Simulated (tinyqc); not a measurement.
# Changing the heating rate beta

Model: admittance spectroscopy and thermally stimulated current of one trap level in a depletion layer. Computed by tinyqc, a small Python program. Command: `OMP_NUM_THREADS=1 python tinyqc.py 3112240 3112241 out.jsonl admit sweep`. One thread of a shared host (Intel(R) Xeon(R) Processor @ 2.30GHz), about 0.01 s of CPU time with the checks.

A Schottky junction on n-type material holds one donor-like electron trap; shallow donors are fully ionised and abrupt depletion edges are assumed.

Inputs (values chosen for the exercise, modelled on n-type silicon): density-of-states mass m = 1.08 m_0; trap depth E_t below the band = 0.315 eV; capture cross section sigma = 5.2e-16 cm^2.

Constants: k_B = 1.380649e-23 J/K; m_0 = 9.1093837015e-31 kg; h = 6.62607015e-34 J s; k_B = 8.617333262e-05 eV/K.

Method:
- N_c = 2 (2 pi m k_B T/h^2)^(3/2), v_th = sqrt(3 k_B T/m), emission rate e_n = sigma v_th N_c exp(-E_t/(k_B T)).
- Thermally stimulated current without retrapping: filled share n(T) = exp(-(1/beta) int e_n dT), current proportional to e_n n; the peak obeys beta (E_t/(k_B T^2) + 2/T) = e_n(T). The integral starts at 0.5 T_m and uses 4000 trapezoid steps to 1.2 T_m.
- Chen's first-order estimate from the full width W = T_2 - T_1 between the half-height points: E = 2.52 k_B T_m^2/W - 2 k_B T_m.

One run for each value; columns: (1) heating rate beta (K/s); (2) peak temperature T_m (K); (3) E_t/(k_B T_m); (4) symmetry factor (T_2 - T_m)/(T_2 - T_1); (5) depth by Chen's formula (eV):
```
(1)       (2)     (3)      (4)      (5)
0.01   121.97  29.971  0.41704  0.33934
0.027  125.64  29.094  0.41742  0.33976
0.072  129.48  28.232  0.41781  0.34020
0.19   133.50  27.382  0.41821  0.34066
0.52   137.92  26.503  0.41865  0.34116
1.4    142.55  25.643  0.41911  0.34169
3.7    147.39  24.802  0.41958  0.34223
10     152.66  23.945  0.42009  0.34282
```

Over the rows, peak temperature T_m (K) rises from 122 to 153 (exponent d ln y / d ln x 0.030 between the first rows and 0.035 between the last); E_t/(k_B T_m) falls from 30.0 to 23.9 (exponent d ln y / d ln x -0.030 between the first rows and -0.035 between the last); symmetry factor (T_2 - T_m)/(T_2 - T_1) rises from 0.4170 to 0.4201 (exponent d ln y / d ln x 9.0e-4 between the first rows and 0.0012 between the last). A line of ln(T_m^4/beta) against 1/(k_B T_m) has the slope 0.314 eV, against E_t = 0.315 eV.

Extremes, crossings and ranges named in words are read from the listed rows.
